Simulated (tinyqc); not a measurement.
Phonon transmission through an interface between two chains by Green functions: one step, computed by the program tinyqc.

Two semi-infinite chains (masses m_1, m_2; springs k_1, k_2), motion along the chain. The central region holds the end atom of each chain and one interlayer atom of mass m_b, joined by springs k_b. lambda = omega^2 in eV/(angstrom^2 u); nu = 15.6333042 THz x sqrt(lambda).

Problem. Transmission at the probe frequency. A = lambda M - K - Sigma over the central atoms, with K_ii the sum of the springs at i, K_(i,i+1) = -k_b; G = inverse of A; transmission = Gamma_1 Gamma_2 |G_(first,last)|^2.

Atoms in the interlayer: one.

A (complex symmetric) (eV/angstrom^2):
```
                     end of 1    layer 1             end of 2
end of 1  -3.734790+2.372685i   4.100000             0.000000
layer 1              4.100000  -7.455885             4.100000
end of 2             0.000000   4.100000  -3.191540+4.229536i
```

Gamma_1 = 4.745371 eV/angstrom^2

Gamma_2 = 8.459072 eV/angstrom^2

Give: G_(first,last); transmission.

Solution.

G_(first,last) = 0.1188-0.0734i angstrom^2/eV

transmission = 0.7832
